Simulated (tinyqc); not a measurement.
Defect-molecule model of a vacancy with Jahn-Teller distortion: sweeps and comparisons. A value that a table varies takes the place of the one given here.

Four dangling hybrids a, b, c, d point into the vacancy: H_ii = E0, and -gm between any two. A tetragonal distortion Q pairs a with b and c with d: those two couplings become -gm - I Q and the other four -gm + I Q/2, at an elastic cost k Q^2/2. The a1 level holds two electrons; charge states 2+, + and 0 put n = 0, 1, 2 more into the lowest level of t2 origin. Energy from the 2+ state at Q = 0, with the Fermi level mu counted from Ev: W_n(Q) = n (et - 2 I Q) + k Q^2/2 + Uc n (n - 1)/2 - n mu. et = E0 + gm is the undistorted t2 level.

Constants: kB = 8.617333262e-05 eV/K.

Parameters, chosen for this exercise (of the size used for the vacancy in silicon; shifted at random, so the results belong to these values and not to a real crystal):

| symbol | value | unit | meaning |
|---|---|---|---|
| E0 | -0.07 | eV | level of a dangling hybrid, from Ev |
| gm | 0.31 | eV | coupling between two dangling hybrids |
| I | 1.24 | eV/angstrom | Jahn-Teller coupling |
| k | 16.8 | eV/angstrom^2 | force constant of the mode |
| Uc | 0.43 | eV | repulsion of two electrons in one orbital |
| T | 200 | K | temperature |
| mu1 | -0.03 | eV | first Fermi level |

## Occupation against the Fermi level

Weights g_n exp(-W_n/kT) with W_n = n et - n^2 E_JT + Uc n (n - 1)/2 - n mu, E_JT = 2 I^2/k, degeneracies 1, 6 (spin and three axes) and 3; mu = mu1 + 0.03 j eV.

Shares:

| mu (eV) | 2+ | + | 0 | mean charge |
|---|---|---|---|---|
| -0.03 | 0.9628 | 0.0372 | 0.0000 | 1.9628 |
| 0.00 | 0.8194 | 0.1805 | 0.0001 | 1.8193 |
| 0.03 | 0.4426 | 0.5559 | 0.0014 | 1.4412 |
| 0.06 | 0.1210 | 0.8663 | 0.0127 | 1.1083 |
| 0.09 | 0.0221 | 0.9026 | 0.0753 | 0.9468 |
| 0.12 | 0.0029 | 0.6757 | 0.3214 | 0.6815 |
| 0.15 | 0.0002 | 0.2693 | 0.7305 | 0.2697 |
| 0.18 | 0.0000 | 0.0607 | 0.9393 | 0.0608 |
| 0.21 | 0.0000 | 0.0112 | 0.9888 | 0.0112 |

U_eff = Uc - 2 E_JT = +0.064 eV and kT = 17.2 meV (the vacancy in silicon is known as negative-U; these values are not). The + state reaches at most 90.3 % on these rows, at mu = 0.09 eV. The mean charge goes from 1.96 to 0.01. Rows with mu < 0 lie in the valence band and are formal.

## When U turns negative

The force constant is varied. E_JT = 2 I^2/k, E(2+/+) = et - E_JT, E(+/0) = et - 3 E_JT + Uc, U_eff = Uc - 2 E_JT.

Against k:

| k (eV/angstrom^2) | E_JT (eV) | (2+/+) (eV) | (+/0) (eV) | U_eff (eV) | Q of the neutral state (angstrom) |
|---|---|---|---|---|---|
| 8 | 0.3844 | -0.1444 | -0.4832 | -0.3388 | 0.6200 |
| 12 | 0.2563 | -0.0163 | -0.0988 | -0.0825 | 0.4133 |
| 16 | 0.1922 | 0.0478 | 0.0934 | 0.0456 | 0.3100 |
| 24 | 0.1281 | 0.1119 | 0.2856 | 0.1737 | 0.2067 |
| 32 | 0.0961 | 0.1439 | 0.3817 | 0.2378 | 0.1550 |
| 48 | 0.0641 | 0.1759 | 0.4778 | 0.3019 | 0.1033 |
| 64 | 0.0481 | 0.1920 | 0.5259 | 0.3339 | 0.0775 |
| 96 | 0.0320 | 0.2080 | 0.5739 | 0.3659 | 0.0517 |

k at which U_eff = 0 = 14.30 eV/angstrom^2

Levels below 0 lie in the valence band. U_eff is negative for k below 4 I^2/Uc = 14.3: 2 of the 8 rows. The gain grows as n^2, so the second electron wins 3 E_JT where the first wins E_JT. For a stiff lattice the levels tend to et = 0.240 and et + Uc = 0.670 eV. Distortions above about 0.5 angstrom (1 of the rows) are beyond a linear coupling.

## What each parameter does

E_JT = 2 I^2/k, E(2+/+) = et - E_JT, E(+/0) = et - 3 E_JT + Uc, U_eff = E(+/0) - E(2+/+); a1 level E0 - 3 gm. Each row changes one parameter from the base and keeps the others.

Results:

| case | (2+/+) (eV) | (+/0) (eV) | U_eff (eV) | a1 (eV) |
|---|---|---|---|---|
| base | 0.0570 | 0.1209 | 0.0639 | -1.0000 |
| E0 = -0.02 eV | 0.1070 | 0.1709 | 0.0639 | -0.9500 |
| gm = 0.35 eV | 0.0970 | 0.1609 | 0.0639 | -1.1200 |
| I = 1.364 eV/angstrom | 0.0185 | 0.0055 | -0.0130 | -1.0000 |
| k = 18.48 eV/angstrom^2 | 0.0736 | 0.1708 | 0.0972 | -1.0000 |
| Uc = 0.49 eV | 0.0570 | 0.1809 | 0.1239 | -1.0000 |

The largest shifts from the base row, up to three for each result and ties (the steps differ in size, so this ranks the rows, not the parameters). (2+/+) (eV): E0 +0.0500, gm +0.0400, I -0.0384; unchanged at the printed digits by Uc. (+/0) (eV): I -0.1153, Uc +0.0600, E0 +0.0500. U_eff (eV): I -0.0769, Uc +0.0600, k +0.0333; unchanged at the printed digits by E0 and gm. a1 (eV): gm -0.1200, E0 +0.0500; unchanged at the printed digits by I, k and Uc. E0 and gm move both levels alike, so U_eff depends on I, k and Uc alone.

Program tinyqc; command `OMP_NUM_THREADS=1 python tinyqc.py 1481112 1481113 out.jsonl`; about 0.01 s on one thread of a shared Intel(R) Xeon(R) Processor @ 2.30GHz.
